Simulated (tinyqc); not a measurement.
Comparisons within one model: strained quantum well: band edges, subbands and transparency. A value that a table varies takes the place of the one given here.

Growth on (001), barriers unstrained: tr(e) = e (2 - nu2), Z = b e (1 + nu2); Ec = Ev + Eg + ac tr(e), E_HH = Ev + av tr(e) + Z, E_LH = Ev + av tr(e) - Z (coupling to the split-off band left out).

Masses along z: me, 1/(g1 - 2 g2) for HH, 1/(g1 + 2 g2) for LH, likewise in the barrier; in the plane me, 1/(g1 + g2) for HH and 1/(g1 - g2) for LH (no mixing, which understates the hole masses away from k = 0). Level n solves k L + 2 atan[(k/m)/(kappa/mb)] = n pi, k = sqrt(m E/c), kappa = sqrt(mb (V - E)/c), c = hbar^2/2m0.

Transparency (Bernard-Duraffourg): Fc - Fv equals the lowest transition energy with n = p, n = sum m/(2 pi c) kB T ln(1 + exp((Fc - E)/kB T)) and p likewise over the listed subbands; c = hbar^2/2m0, 1/angstrom^2 = 1e16/cm^2.

Constants: hbar^2/2m0 = 3.80998211 eV angstrom^2; kB = 8.617333262e-05 eV/K; hc = 1239.841984 eV nm.

Parameters, chosen for this exercise (near those of a GaAsP/AlGaAs well; shifted at random, so the results belong to these values and not to a real crystal): nu2 = 0.92 (2 C12/C11); Eg = 1.608 eV (unstrained gap of the well); Ev = -0.871 eV (its valence edge); ac = -7.32 eV; av = 1.24 eV (Ev moves by av tr(e)); b = -1.94 eV (shear potential); Egb = 1.922 eV (gap of the barrier); Evb = -1 eV (its valence edge); L = 66 angstrom (well width); me = 0.0765 m0 (electron mass); g1 = 6.54 (gamma1); g2 = 1.82 (gamma2); meb = 0.1 m0; g1b = 5.7; g2b = 1.6; T = 300 K (temperature); es = (-0.02, -0.014, -0.008, -0.003, 0, 0.003, 0.007, 0.012) (strains); e = 0.0054 (strain in the plane); Ls = (25, 35, 50, 65, 85, 110, 150) angstrom (widths).

## Strain as a design knob

Only the strain is changed; the unstrained gap and the masses are kept.

Results:
```
e (%)  wavelength (nm)  top hole  hh1 - lh1 (meV)  n_tr (1e12/cm^2)  share in top
-2.0               708       hh1              149             0.780          0.82
-1.4               716       hh1              113             0.789          0.80
-0.8               727       hh1               74             0.851          0.73
-0.3               737       hh1               41             0.914          0.59
0.0                743       hh1               20             1.008          0.46
0.3                750       lh1                0             1.154          0.58
0.7                772       lh1              -28             1.025          0.77
1.2                803       lh1              -63             0.955          0.91
```

n_tr is largest at e = +0.3 % (1.15), where hh1 - lh1 = 0 meV and the top subband holds 58 % of the holes, and smallest, 0.78, at -2.0 %. The top hole level turns from hh to lh, and the light from TE to TM, between 0.0 and +0.3 %. The wavelength runs from 708 to 803 nm.

## Width of the well

All levels anew.

Results:
```
L (angstrom)  wavelength (nm)  top hole  hh1 - lh1 (meV)  n_tr (1e12/cm^2)  share in top  n_tr/L (1e18/cm^3)
25                        705       hh1                9             1.024          0.43                4.10
35                        724       hh1                1             1.097          0.36                3.13
50                        747       lh1               -9             1.080          0.67                2.16
65                        762       lh1              -16             1.066          0.70                1.64
85                        775       lh1              -23             1.086          0.70                1.28
110                       785       lh1              -28             1.163          0.66                1.06
150                       793       lh1              -33             1.346          0.59                0.90
```

The wavelength tunes by 88 nm. The sheet density at transparency changes from 1.02 to 1.35, the top hole subband holding 0.43 and 0.59 of the holes at the ends, while the volume density falls by a factor 4.6. Critical thickness and carrier escape are left out.

## What each parameter does

Edge wavelength, hh1 - lh1 and n_tr. Each row changes one parameter from the base and keeps the others.

Results:
```
case             wavelength (nm)  hh1 - lh1 (meV)  n_tr (1e12/cm^2)
base                       763.3            -16.9             1.066
L = 76 angstrom            770.2            -20.5             1.072
e = 0.0034                 752.2             -3.0             1.137
Eg = 1.588 eV              772.1            -16.9             1.065
b = -2.23 eV               764.6            -22.5             1.044
ac = -6.59 eV              761.4            -16.9             1.067
me = 0.0842 m0             764.1            -16.9             1.132
g1 = 6.93                  763.0            -17.3             1.032
T = 340 K                  763.3            -16.9             1.237
```

The largest shifts from the base row, up to three for each result and ties (the steps differ in size, so this ranks the rows, not the parameters). wavelength (nm): e -11.0, Eg +8.8, L +7.0; unchanged at the printed digits by T. hh1 - lh1 (meV): e +13.8, b -5.7, L -3.6; unchanged at the printed digits by Eg, ac, me and T. n_tr (1e12/cm^2): T +0.171, e +0.071, me +0.065.

Program tinyqc; command `OMP_NUM_THREADS=1 python tinyqc.py 1281309 1281310 out.jsonl`; about 0.02 s on one thread of a shared Intel(R) Xeon(R) Processor @ 2.30GHz.
